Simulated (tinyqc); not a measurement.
Compensation sets the slope of the freeze-out: donors with valley-orbit split 1s states.

Each donor binds at most one electron, in any of its states. For a site s, W_s = sum over its states of g exp(E/kT), and the ionised share is 1/(1 + W_s exp(eta)), eta = (EF - Ec)/kT; n = Nc F_1/2(eta); neutrality n + NA = ND x (mean ionised share); holes are neglected. Nc from N = 2 (m kB T/(4 pi c))^(3/2) with c = hbar^2/2m0, in 1/angstrom^3; times 1e24 for 1/cm^3, m = md. F_j(eta) = (1/Gamma(j + 1)) integral_0^infinity x^j dx/(1 + exp(x - eta)), which tends to exp(eta) for eta << 0.

Constants: hbar^2/2m0 = 3.80998211 eV angstrom^2; kB = 8.617333262e-05 eV/K.

Inputs chosen for the exercise (near those of P in Si; the results hold for these values, not for the real material): md = 1.086 m0 (density-of-states mass of the conduction band); E = (43.9, 32.5, 31.2) meV (binding energies of 1s(A1), 1s(T2), 1s(E)); g = (2, 6, 4) (their degeneracies with spin); ND = 2.7e+15 1/cm^3 (donors).

NA = K ND. The slope energy is -d ln(n T^(-p))/d(1/kT) between 30 and 36 K, with p = 3/4 for K = 0 and p = 3/2 otherwise.

Results:

| K | n(30 K) (1/cm^3) | n(36 K) (1/cm^3) | slope energy (meV) |
|---|---|---|---|
| 0 | 6.97e+12 | 3.19e+13 | 21.46 |
| 0.0010 | 5.74e+12 | 3.05e+13 | 21.67 |
| 0.010 | 1.68e+12 | 2.10e+13 | 34.96 |
| 0.050 | 3.41e+11 | 6.86e+12 | 42.29 |
| 0.20 | 7.21e+10 | 1.52e+12 | 43.01 |
| 0.50 | 1.80e+10 | 3.80e+11 | 43.06 |

Without acceptors the slope is 21.46 meV, against half the ground-state energy, 21.95; with K = 0.05 it is 42.29 meV, against the full 43.9. The full energy (less a few meV where excited levels lie within a few kT) shows where n is far below NA, since the acceptors then hold EF near the donor level: n(36 K)/NA is 11 for K = 0.001 and 0.051 for K = 0.05; for K = 0.001 the sample is still in or near the uncompensated regime, where p = 3/2 is the wrong power, so that slope means little.

Run: tinyqc, `OMP_NUM_THREADS=1 python tinyqc.py 1680693 1680694 out.jsonl`; Intel(R) Xeon(R) Processor @ 2.30GHz, one thread, shared host; about 0.01 s of CPU time with all checks.
